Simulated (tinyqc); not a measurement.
Thickness of the film: ellipsoidal valleys in the axes of a wafer and a channel.

Valleys with axes a along [111], [1-1-1], [-11-1] and [-1-11], one whole valley each; inverse mass tensor w = 1/mt + (1/ml - 1/mt) a a. Device axes: z = nz/|nz|, x = nx/|nx|, y = z cross x; in them a = (ax, ay, az). Confinement mass mz = 1/w_zz. In the plane w_ij is replaced by u_ij = w_ij - w_iz w_jz/w_zz (i, j = x, y); density-of-states mass md = 1/sqrt(det u); conductivity mass along x mc = 1/u_xx; ballistic transport mass mx = u_yy/det u, width mass my = 1/u_yy.

Hard walls: E_n = c (n pi/t)^2/mz, c = hbar^2/2m0, n = 1, 2, 3. Non-degenerate share of a valley proportional to md sum_n exp(-E_n/kT); mean 1/mc = sum of share/mc. 1 nm = 10 angstrom.

Constants: hbar^2/2m0 = 3.80998211 eV angstrom^2; kB = 8.617333262e-05 eV/K.

Inputs chosen for the exercise (near those of the L valleys of GaAs; not measured data): ml = 1.917 m0 (longitudinal mass); mt = 0.076 m0 (transverse mass); nz = (1, 1, 2) (surface normal (confinement)); nx = (1, 1, -1) (channel direction); T = 400 K (temperature).

Share of the lowest ladder and mean conductivity mass.

Results:
```
t (nm)  lowest E1 (meV)  spread of E1 (meV)  share of the lowest ladder  mean mc
2.0               181.0              1055.9                       1.000   0.2806
3.0                80.5               469.3                       1.000   0.2805
4.0                45.3               264.0                       0.984   0.2723
5.0                29.0               168.9                       0.888   0.2343
10.0                7.2                42.2                       0.390   0.1559
14.0                3.7                21.5                       0.300   0.1501
```

Give the missing row, t (nm) = 7.0.

Computed row:
```
t (nm)  lowest E1 (meV)  spread of E1 (meV)  share of the lowest ladder  mean mc
7.0                14.8                86.2                       0.586   0.1737
```

The spread falls as 1/t^2 and passes kT = 34.5 meV between t = 10 and 14 nm; the share of the lowest ladder goes from 1.000 to 0.300 and the mean mass goes from 0.2806 to 0.1501, against 0.1491 for equal shares, the limit of a thick film (the bulk value 3/(1/ml + 2/mt) is 0.1118; the two differ since axes are tilted in the x-z plane and in a quantised film no valley carries current across it; once scattering blurs the subbands the bulk value returns). Three subbands a valley become too few once E3 nears kT. In the thinnest rows E1 (181 meV) is beyond the parabolic range; in GaAs the Gamma valley, left out, lies lowest except in the thinnest films.

(tinyqc, `OMP_NUM_THREADS=1 python tinyqc.py 1880772 1880773 out.jsonl`, Intel(R) Xeon(R) Processor @ 2.30GHz, 1 thread, shared host, about 0.01 s.)
